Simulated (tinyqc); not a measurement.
# A spin-degenerate level with charging energy between two leads, rate equations: effects of single changes

States 0, up, down and 2 with energies 0, e1 - Ez/2, e1 + Ez/2 and 2 e1 + U. mu_L = +V/2, mu_R = -V/2 (meV), f(x) = 1/(1 + exp(x/kB T)). A transition that adds one electron of given spin at the energy E has the rate G f(E - mu) from each lead, and its reverse G [1 - f(E - mu)]. I counts electrons leaving the left lead, times q.

Values chosen for this exercise:
- U = 7.1 meV (charging energy of the second electron)
- e1 = 3.06 meV (level)
- GL = 0.069 1/ns (tunnel rate to the left lead)
- GR = 0.81 1/ns (tunnel rate to the right lead)
- T = 7.3 K (temperature)
- Ez = 2.1 meV (Zeeman splitting)

Constants: q = 1.602176634e-19 C, kB = 1.380649e-23 J/K, Vt = kB T/q. Results are converted to the units shown.

Each table varies one quantity; the others keep the values above.

## Current against bias

Transition energies: 0-up e1 - Ez/2, 0-down e1 + Ez/2, up-2 e1 + U + Ez/2, down-2 e1 + U - Ez/2. dp/dt = W p; W_ji is the rate from state i to j, and each column sums to zero. Steady state: W p = 0 with sum p = 1. I = q GL sum over transitions i-j of [fL p_i - (1 - fL) p_j].

Results:

| V (mV) | I (pA) | I (GL + GR)/(q GL GR) | mean number | p(up) - p(down) |
|---|---|---|---|---|
| 0.71 | 0.4691 | 0.04605 | 0.02716 | 0.0253 |
| 3.22 | 3.670 | 0.3603 | 0.03154 | 0.0285 |
| 8.24 | 14.24 | 1.398 | 0.1098 | 0.0364 |
| 10.75 | 17.82 | 1.749 | 0.1373 | 8.97e-3 |
| 13.25 | 18.74 | 1.840 | 0.1444 | 1.48e-3 |
| 15.76 | 18.96 | 1.861 | 0.1461 | 9.25e-4 |
| 18.27 | 19.26 | 1.891 | 0.1484 | 2.96e-3 |
| 20.78 | 19.66 | 1.930 | 0.1515 | 4.14e-3 |
| 23.29 | 20.09 | 1.972 | 0.1548 | 1.95e-3 |
| 25.8 | 20.32 | 1.995 | 0.1566 | 3.78e-4 |
| 28.31 | 20.37 | 1.999 | 0.1569 | 5.45e-5 |
| 30.82 | 20.37 | 2.000 | 0.1570 | 7.48e-6 |

Estimate the missing row, V = 5.73 mV.

Computed row:

| V (mV) | I (pA) | I (GL + GR)/(q GL GR) | mean number | p(up) - p(down) |
|---|---|---|---|---|
| 5.73 | 9.188 | 0.9019 | 0.07124 | 0.0533 |

With this row back in the table: The scaled current rises from 0.0460 to 2.00. A transition enters the bias window when V = 2 |E|: at 4.02, 8.22, 18.2, 22.4 mV, each step a few kB T = 0.629 meV wide. With all four transitions inside, the scaled current tends to 2 and the mean number to 2 GL/(GL + GR) = 0.157; the last row has 2.00 and 0.157.

## Effect of unequal tunnel rates

Same model as above.

Here e1 = 1.775 meV, Ez = 0 and V = +/- 10.65 mV, so that only the 0-1 transitions lie in the window.

Effect of unequal tunnel rates:

| GR (1/ns) | I at +V (pA) | I at -V (pA) | \|I(+V)/I(-V)\| | (GL + 2 GR)/(2 GL + GR) |
|---|---|---|---|---|
| 0.003 | 0.47038 | -0.88151 | 0.53361 | 0.53191 |
| 0.0071 | 1.0817 | -1.8812 | 0.57499 | 0.57340 |
| 0.017 | 2.4240 | -3.6405 | 0.66584 | 0.66452 |
| 0.039 | 4.8678 | -5.8561 | 0.83124 | 0.83051 |
| 0.091 | 8.7736 | -8.0081 | 1.0956 | 1.0961 |
| 0.21 | 13.314 | -9.4902 | 1.4029 | 1.4052 |
| 0.5 | 17.279 | -10.339 | 1.6713 | 1.6755 |
| 1.2 | 19.766 | -10.745 | 1.8396 | 1.8453 |

What does the comparison show?

The ratio of the two currents rises from 0.534 to 1.84 and differs from the last column by at most 0.32 %. An empty dot can be filled with either spin but a filled one empties in one way, so I = 2 q G_in G_out/(2 G_in + G_out): the current is larger when the slower junction is the entrance.

Range of the model: Rate equations need hbar G well below kB T; cotunnelling and the Kondo effect are left out.

Program tinyqc, `OMP_NUM_THREADS=1 python tinyqc.py 2780134 2780135 out.jsonl`; Intel Xeon 2.30GHz, shared host, one thread, about 0.01 s.
